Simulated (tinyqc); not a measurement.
## Metal gate on a two-layer dielectric stack with fixed charge and a dipole: flat band against the thickness t2

Gate, layer 2, layer 1, p-type semiconductor; x runs from the gate inwards. Charges are counted in units of +q. psi is the band bending at the surface, positive towards inversion. Classical charge, Boltzmann statistics, no interface traps.

EOT = 3.9 (t1/e1 + t2/e2), Cox = eps0/(t1/e1 + t2/e2); phi_ms = pM - (chi + Eg - Vt ln(Nv/Na)). Vfb = phi_ms + Vd - (q/eps0) [Q1 (t1/e1 + t2/e2) + Q2 t2/e2 + r1 (t1^2/(2 e1) + t1 t2/e2) + r2 t2^2/(2 e2)]: each charge counts with its electrical distance from the gate. ni = sqrt(Nc Nv) exp(-Eg/(2 Vt)), Eg in volts, pB = Vt ln(Na/ni), Vth = Vfb + 2 pB + sqrt(4 q eps0 eps_r Na pB)/Cox.

Inputs (values chosen for the exercise); band and dielectric values close to those of germanium, layer 1 close to silicon dioxide, layer 2 close to aluminium oxide: temperature T = 300 K; band gap Eg = 0.672 eV; relative permittivity eps_r = 15.9; conduction-band density of states at T Nc = 1.02e19 cm^-3; valence-band density of states at T Nv = 6.1e18 cm^-3; electron affinity chi = 3.98 eV; acceptor density Na = 2.2e18 cm^-3; work function of the gate metal pM = 4.36 eV; thickness of layer 1, next to the semiconductor t1 = 0.4 nm; relative permittivity of layer 1 e1 = 3.83; relative permittivity of layer 2 e2 = 8.81; fixed charge at the semiconductor interface Q1 = 1.8e11 cm^-2; fixed charge between the layers Q2 = -2e12 cm^-2; uniform charge density in layer 1 r1 = 2.6e18 cm^-3; uniform charge density in layer 2 r2 = 7.2e17 cm^-3; flat-band shift by a dipole layer between the layers Vd = -0.42 V.

Constants: q = 1.602176634e-19 C, kB = 1.380649e-23 J/K, Vt = kB T/q, eps0 = 8.8541878128e-14 F/cm where lengths are in cm. Results are converted to the units shown.

Flat band against the thickness t2:

| t2 (nm) | EOT (nm) | Vfb (V) | Vth (V) |
|---|---|---|---|
| 1 | 0.8500 | -0.6555 | 0.1414 |
| 2.3 | 1.425 | -0.6129 | 0.3132 |
| 3.6 | 2.001 | -0.5727 | 0.4826 |
| 4.9 | 2.576 | -0.5351 | 0.6495 |
| 6.1 | 3.108 | -0.5025 | 0.8014 |
| 7.4 | 3.683 | -0.4697 | 0.9634 |
| 8.7 | 4.259 | -0.4394 | 1.123 |
| 10 | 4.834 | -0.4115 | 1.280 |

Vfb rises from -0.656 to -0.412 V and Vth rises from 0.141 to 1.28 V. The slope dVfb/dEOT is 74.1 mV/nm between the first two rows and 48.4 between the last two: the charge inside the growing layer bends the line. A line through the end rows meets EOT = 0 at -0.708 V, against phi_ms + Vd = -0.686 V; an effective work function read from it is off by -442 mV from pM. In every row Na exceeds a tenth of Nv, where Boltzmann statistics begin to fail.

Program tinyqc, `OMP_NUM_THREADS=1 python tinyqc.py 2010098 2010099 out.jsonl`; Intel Xeon 2.30GHz, shared host, one thread, about 0.01 s.
